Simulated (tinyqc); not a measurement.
# Gated two-dimensional channel with two bands, quantum capacitance: what changes with what

phi is the Fermi level above the lowest band edge, in volts; Vg is counted from the gate voltage at which an empty channel would have phi = 0. The channel has no thickness; trap charge is -q Dit phi.

Inputs (values chosen for the exercise); lowest band close to that of a thin InAs body:
- T = 300 K (temperature)
- eox = 3.9 (relative permittivity of the gate insulator (close to silicon dioxide))
- tox = 2.3 nm (insulator thickness)
- md = 0.0366 m0 (in-plane mass)
- gv = 1 (valley degeneracy)
- m2 = 0.055 m0 (in-plane mass of a second band, chosen freely)
- g2 = 1 (valley degeneracy of that band, chosen freely)
- E2 = 0.36 eV (second band edge above the first)
- Dit = 0 cm^-2 eV^-1 (density of traps)
- Vg = 0.78 V (gate voltage)

Constants: q = 1.602176634e-19 C, kB = 1.380649e-23 J/K, hbar = 1.054571817e-34 J s, m0 = 9.1093837015e-31 kg, Vt = kB T/q, eps0 = 8.8541878128e-14 F/cm where lengths are in cm. Results are converted to the units shown.

Each table varies one quantity; the others keep the values above.

## Effect of the gate voltage

D1 = gv md m0 q/(pi hbar^2), D2 = g2 m2 m0 q/(pi hbar^2) per eV; n1 = D1 Vt ln(1 + exp(phi/Vt)), n2 = D2 Vt ln(1 + exp((phi - E2)/Vt)), n = n1 + n2; Cq = q dn/dphi = q [D1/(1 + exp(-phi/Vt)) + D2/(1 + exp((E2 - phi)/Vt))]. Cox = eps0 eox/tox; Vg = phi + q (n + Dit phi)/Cox. 1/C_G = 1/Cox + 1/(Cq + q Dit); dphi/dVg = Cox/(Cox + Cq + q Dit).

The same in every row: Cox (uF/cm^2) = 1.501.

Results:
```
Vg (V),phi (V),n (cm^-2),Cq (uF/cm^2),C_G (uF/cm^2),dphi/dVg,share of the second band (%)
-0.2,-0.2000,1.724e8,0.001068,0.001068,0.9993,1.347e-4
-0.09,-0.09122,1.143e10,0.06984,0.06673,0.9556,1.366e-4
0.02,-0.005204,2.362e11,1.102,0.6355,0.5767,1.842e-4
0.13,0.04699,7.779e11,2.107,0.8767,0.4160,4.212e-4
0.24,0.09073,1.399e12,2.379,0.9204,0.3870,0.001272
0.36,0.1367,2.092e12,2.438,0.9292,0.3811,0.005036
0.58,0.2203,3.371e12,2.466,0.9331,0.3785,0.07907
0.69,0.2617,4.014e12,2.530,0.9422,0.3724,0.3262
0.8,0.3016,4.670e12,2.798,0.9771,0.3492,1.264
```

Estimate the missing row, Vg = 0.47 V.

Computed row:
```
Vg (V),phi (V),n (cm^-2),Cq (uF/cm^2),C_G (uF/cm^2),dphi/dVg,share of the second band (%)
0.47,0.1786,2.731e12,2.450,0.9310,0.3799,0.01946
```

With this row back in the table: As Vg goes from -0.2 to 0.8, Cq rises from 0.00107 to 2.80 uF/cm^2, C_G/Cox rises from 7.11e-4 to 0.651 and n rises from 1.72e8 to 4.67e12 cm^-2. Cq is below Cox for Vg = -0.2, -0.09, 0.02; there the density of states limits the response dn/dVg more than the insulator does. For Vg = 0.8 phi exceeds 0.3 V, where non-parabolicity and further bands matter for so light a mass.

## Effect of the in-plane mass

Same model as above.

The same in every row: Cox (uF/cm^2) = 1.501.

Effect of the in-plane mass:
```
md (m0),phi (V),n (cm^-2),Cq (uF/cm^2),C_G (uF/cm^2),dphi/dVg,share of the second band (%)
0.02,0.3766,3.780e12,3.752,1.072,0.2858,16.75
0.034,0.3070,4.432e12,2.695,0.9643,0.3577,1.623
0.057,0.2202,5.246e12,3.831,1.079,0.2816,0.05062
0.097,0.1464,5.937e12,6.471,1.219,0.1883,0.002584
0.16,0.09535,6.416e12,10.45,1.313,0.1257,3.316e-4
0.28,0.05518,6.792e12,16.76,1.378,0.08223,6.622e-5
0.47,0.02844,7.043e12,23.60,1.412,0.05981,2.271e-5
0.8,0.007034,7.243e12,30.39,1.431,0.04708,9.644e-6
```

As md goes from 0.02 to 0.8, Cq goes from 3.75 through a minimum of 2.70 (at md = 0.034 among the rows listed) to 30.4 uF/cm^2, C_G/Cox goes from 0.714 through a minimum of 0.642 (at md = 0.034 among the rows listed) to 0.953 and n rises from 3.78e12 to 7.24e12 cm^-2. Cq exceeds Cox in every row, so the insulator is the tighter limit, though Cq still cuts C_G by up to 36 %. For md = 0.02, 0.034 phi exceeds 0.3 V, where non-parabolicity and further bands matter for so light a mass.

Computed by the program tinyqc: `OMP_NUM_THREADS=1 python tinyqc.py 2200037 2200038 out.jsonl`, one thread of a shared Intel Xeon 2.30GHz, about 0.01 s for the whole run.
